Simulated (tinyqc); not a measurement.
Band bending at a free surface with a continuum of surface states, surface photovoltage and Kelvin probe: one step of the calculation.

n-type bulk, xi = Ec - EF = Vt ln(Nc/Nd), p0 = ni^2/Nd, ni = sqrt(Nc Nv) exp(-Eg/(2 Vt)), Eg in volts. b is the upward band bending, u = b/Vt. Space charge per area, in units of q: Qc = sign(b) sqrt((2 eps0 eps_r Vt/q) [(Nd + dn)(exp(-u) - 1) + Nd u + (p0 + dn)(exp(u) - 1)]), with dn the excess density under light (flat quasi-Fermi levels; 0 in the dark). The states hold -Ds (E0 - xi - b): negative while the Fermi level lies above the neutrality level. Neutrality: Qc + Qf + (charge of the states) = 0.

Task. Band bending in the dark. Newton step: b(new) = b - (Qc + Qf - Ds (E0 - xi - b))/(dQc/db + Ds), dQc/db = (eps0 eps_r/q) [Nd (1 - exp(-u)) + p0 exp(u)]/Qc.

Parameters, values chosen for the exercise; band and dielectric values close to those of gallium arsenide: temperature T = 300 K; band gap Eg = 1.41 eV; relative permittivity eps_r = 13; conduction-band density of states at T Nc = 4.48e17 cm^-3; valence-band density of states at T Nv = 8.83e18 cm^-3; donor density Nd = 4.5e16 cm^-3; fixed positive charge at the surface Qf = 0 cm^-2; density of surface states Ds = 2.4e13 cm^-2 eV^-1; depth of their neutrality level below the conduction edge E0 = 0.29 eV.

Constants: q = 1.602176634e-19 C, kB = 1.380649e-23 J/K, Vt = kB T/q, eps0 = 8.8541878128e-14 F/cm where lengths are in cm. Results are converted to the units shown.

b at the start = 0.18 V

Wanted: b after iteration 1.

Result.

b after iteration 1 = 0.2159 V

Numbers from tinyqc (`OMP_NUM_THREADS=1 python tinyqc.py 2430025 2430026 out.jsonl`; about 0.01 s on one thread of a shared Intel Xeon 2.30GHz).
